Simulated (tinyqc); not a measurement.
Semiconductor laser, carrier and photon rate equations: effect of the photon lifetime on threshold and bandwidth.

Carrier density N and photon density S in one mode: dN/dt = F1 = eta I/(q V) - (A N + B N^2 + C N^3) - vg g S; dS/dt = F2 = G vg g S + G be B N^2 - S/tp, with g = g0 ln(N/Ntr)/(1 + ec S). Output power P = Fo Eph S V/(G tp). No heating, no carrier transport.

gth = 1/(G vg tp), Nth = Ntr exp(gth/g0), Ith = q V (A Nth + B Nth^2 + C Nth^3)/eta. N and S are the steady state (F1 = F2 = 0, S > 0). Jacobian, with a = g0/(N (1 + ec S)) and d = g/(1 + ec S): J11 = -(A + 2 B N + 3 C N^2) - vg a S, J12 = -vg d, J21 = G vg a S + 2 G be B N, J22 = G vg d - 1/tp. wR^2 = det J, gamma = -trace J, fR = wR/(2 pi); the response wR^2/(wR^2 - w^2 + i gamma w) falls to 1/sqrt(2) at w^2 = x + sqrt(x^2 + wR^4), x = wR^2 - gamma^2/2 (f3dB = w/(2 pi)).

Values chosen for this exercise: active volume V = 1.8e-12 cm^3; confinement factor G = 0.116; group velocity vg = 7.68e9 cm/s; gain coefficient g0 = 2800 1/cm; transparency density Ntr = 1.3e18 cm^-3; gain compression ec = 5.1e-18 cm^3; defect recombination coefficient A = 2.2e8 1/s; radiative coefficient B = 1.1e-10 cm^3/s; Auger coefficient C = 3.2e-30 cm^6/s; share of spontaneous emission into the mode be = 0.00034; injection efficiency eta = 0.84; share of cavity losses that is output Fo = 0.37; photon energy Eph = 1.9 eV; drive current I = 1.1 mA.

Constants: q = 1.602176634e-19 C. Results are converted to the units shown.

Effect of the photon lifetime on threshold and bandwidth:

| tp (ps) | Ith (mA) | P (mW) | fR (GHz) | gamma (1/ns) | f3dB (GHz) |
|---|---|---|---|---|---|
| 0.95 | 0.3067 | 0.4683 | 8.574 | 4.882 | 13.30 |
| 1.3 | 0.2580 | 0.4971 | 9.347 | 6.606 | 14.49 |
| 1.9 | 0.2231 | 0.5177 | 10.01 | 9.637 | 15.49 |
| 2.7 | 0.2036 | 0.5293 | 10.43 | 13.73 | 16.09 |
| 3.8 | 0.1912 | 0.5366 | 10.72 | 19.37 | 16.42 |
| 5.4 | 0.1828 | 0.5415 | 10.93 | 27.58 | 16.50 |
| 7.6 | 0.1773 | 0.5448 | 11.06 | 38.82 | 16.23 |

What does the table show?

As tp goes from 0.95 to 7.6 ps, Ith falls from 0.307 to 0.177 mA, fR rises from 8.57 to 11.1 GHz, gamma rises from 4.88 to 38.8 1/ns and f3dB goes from 13.3 through a maximum of 16.5 (at tp = 5.4 ps among the rows listed) to 16.2 GHz.

Program tinyqc, `OMP_NUM_THREADS=1 python tinyqc.py 2840036 2840037 out.jsonl`; Intel Xeon 2.30GHz, shared host, one thread, about 0.01 s.
